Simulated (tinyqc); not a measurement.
# Modulation-doped quantum well, Poisson-Schroedinger loop with local exchange and correlation: effect of the well width

A well of width L centred at z = 0 between barriers Vb; effective-mass electrons, parabolic bands. The electrons come from donor sheets outside the mesh, a share fL of Ns on the left and the rest on the right, so the structure is neutral. Energies are counted from the band edge of the well, with U = 0 on the first node in the Hartree part.

Schroedinger equation -C d/dz (1/m) dpsi/dz + (V0 + U) psi = E psi, C = hbar^2/(2 m0), on a fine mesh (400 intervals across the well) with hard walls 4.235 nm outside the well edges (to within half a fine step); the lowest 2 levels are kept. V0 = 0 in the well and Vb outside, plus q Fz z (1 kV/cm = 1e-4 eV/nm). N_k = D Vt ln(1 + exp((EF - E_k)/Vt)), D = md m0 q/(pi hbar^2), sum N_k = Ns; n = sum N_k |psi_k|^2. dU/dz = q (fL Ns - integral of n from the left)/(eps0 eps_r). Added to it: V_xc = -(2 Ry/(pi al rs)) [1 + 0.7734 (rs/21) ln(1 + 21/rs)] (Hedin-Lundqvist), al = (4/(9 pi))^(1/3), rs = (3/(4 pi n))^(1/3)/aB, aB = 4 pi eps0 eps_r hbar^2/(md m0 q^2), Ry = q/(8 pi eps0 eps_r aB) in eV. The loop is converged to 1e-9 eV; shares under 0.001 % are printed as 0.

Inputs (values chosen for the exercise); material values those of a made-up well:
```
symbol,value,unit,meaning
T,150,K,temperature
mw,0.193,m0,mass along z in the well
mb,0.278,m0,mass along z in the barriers
md,0.201,m0,in-plane mass
Vb,0.492,eV,barrier height
eps_r,10.7,,relative permittivity (all layers)
Ns,2e12,cm^-2,sheet density of electrons
fL,0.25,,share of the donors on the left side
Fz,40,kV/cm,applied field along z
```

Constants: q = 1.602176634e-19 C, kB = 1.380649e-23 J/K, hbar = 1.054571817e-34 J s, m0 = 9.1093837015e-31 kg, Vt = kB T/q, eps0 = 8.8541878128e-14 F/cm where lengths are in cm, hbar^2/(2 m0) = 0.0380998212 eV nm^2. Results are converted to the units shown.

Effect of the well width:
```
L (nm)	E2 - E1 (meV)	EF - E1 (meV)	share of E2 (%)	centroid (nm)	charge in the barriers (%)	range of U in the well (meV)
2.8	286	21.6	0	0.0203	7.64	23.6
3.5	221	21.6	0	0.0340	4.92	29.2
4.4	161	21.6	0.00114	0.0621	3.07	36.2
5.5	113	21.6	0.0447	0.117	1.94	44.0
7	74.5	21.3	0.880	0.233	1.24	55.7
8.8	47.6	19.9	6.00	0.422	0.949	69.4
11	29.1	16.5	17.4	0.681	0.842	84.1
14	16.3	12.5	30.1	1.06	0.767	101
```

What does the table show?

As L goes from 2.8 to 14, E2 - E1 falls from 286 to 16.3 meV, EF - E1 falls from 21.6 to 12.5 meV and the share of E2 rises from 0 to 30.1 %. EF stays below E2 throughout. The spacing goes as L^(-1.78) over the table; an empty well with infinite walls would give -2. For L = 14 E2 holds over 8 % and the third level, left out, lies near enough to EF to take a share too.

Program tinyqc, `OMP_NUM_THREADS=1 python tinyqc.py 2140004 2140005 out.jsonl`; Intel Xeon 2.30GHz, shared host, one thread, about 0.2 s.
